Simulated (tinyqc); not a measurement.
Inside a calculation. Method: plane-wave Kohn-Sham cycle with exchange-only LDA in a layered model solid. One step of it, computed by the program tinyqc.

Problem. Iteration 1: levels at that k. Diagonalise the Hermitian matrix.

H (hartree), lower triangle:
```
           -2         -1         +0         +1        +2
-2   3.347889
-1  -0.290000   0.667145
+0   0.000000  -0.290000  -0.226436
+1   0.000000   0.000000  -0.290000   0.667145
+2   0.000000   0.000000   0.000000  -0.290000  3.347889
```

Give: eigenvalues.

Solution.

eigenvalues (hartree): -0.3891  0.6361  0.7983  3.3789  3.3794
